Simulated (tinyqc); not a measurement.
## Thickness of the second layer from the transmission

Problem. A two-layer stack carries the voltage V: F1 = V/(t1 + t2 eps1/eps2), F2 = F1 eps1/eps2; U = phi1 - F1 x in layer 1 and phi2 - F1 t1 - F2 (x - t1) in layer 2. T = exp(-S) at E = 0, C = hbar^2/(2 m0). Each layer adds (2/F) sqrt(m/C) [G(u at its left edge) - G(u at its right edge)] to S, with u = U - E (0 where negative) and G(u) = (2/3) u^1.5. Find t2, known to lie between 0.3 and 6 nm, and F1.

Parameters, values chosen for the exercise:
```
symbol,value,unit,meaning
phi1,3.1,eV,barrier of layer 1 above the emitter Fermi level at zero bias
m1,0.5,m0,tunnelling mass of layer 1
t1,0.7,nm,thickness of layer 1
eps1,3.71,,relative permittivity of layer 1
phi2,2.69,eV,barrier of layer 2 at zero bias
m2,0.4,m0,tunnelling mass of layer 2
eps2,9.17,,relative permittivity of layer 2
V,0.8,V,voltage across the dielectric
```

Constants: q = 1.602176634e-19 C, hbar = 1.054571817e-34 J s, m0 = 9.1093837015e-31 kg, hbar^2/(2 m0) = 0.0380998212 eV nm^2. Results are converted to the units shown.

T at E = 0 = 9.3644648e-15

Answer. Over that range S rises steadily with t2, so S = -ln T has one root, found by bisection.

t2 = 2.500 nm
F1 = 4.674 MV/cm

Program tinyqc, `OMP_NUM_THREADS=1 python tinyqc.py 2540104 2540105 out.jsonl`; Intel Xeon 2.30GHz, shared host, one thread, about 0.05 s.
